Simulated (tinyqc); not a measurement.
Q-state Potts model on a small periodic square lattice: enumeration, Metropolis, heat-bath and Wolff steps: one step, computed by the program tinyqc.

E = -J x (number of nearest-neighbour bonds with equal states); n x n sites with periodic edges have 2 n^2 bonds. Order parameter m = (q f - 1)/(q - 1), f being the largest share of one state. Sites are numbered row by row from 0. Here q = 3 and n = 3.

Question. One Wolff cluster. Seed site = floor(r n^2); new state = (old + 1 + floor(r (q - 1))) mod q. Sites are taken first in, first out; each neighbour (right, left, below, above) with the seed state and not yet in the cluster joins if the next r < p. The cluster then takes the new state.

Inputs (values chosen for the exercise, for a model of domains or grain orientations): temperature T = 1090 K.

Update: Wolff cluster.

start states:
```
   1  2  3
1  2  1  2
2  0  1  0
3  0  0  1
```

random numbers, used in turn: 0.4458  0.0933  0.3303  0.4664  0.5549  0.2441  0.0946  0.0050  0.4557  0.7838  0.3336  0.4885  0.1974  0.9097  0.4671  0.0898  0.1680  0.0889  0.4309  0.1455  0.6663  0.5194  0.2030  0.0102  0.6844  0.6625  0.6308  0.4164  0.8584  0.8573  0.5861  0.0192  0.9684  0.4180  0.1580  0.0171  0.9847  0.9862

p = 0.4664137

Give: the table «Bonds tested» with the columns to, r, result, for from = 4; seed site; cluster size; states afterwards.

Answer.

Bonds tested:
```
from  to       r  result
4      1  0.3303   joins
```

seed site = 4

cluster size = 2

states afterwards:
```
   1  2  3
1  2  2  2
2  0  2  0
3  0  0  1
```
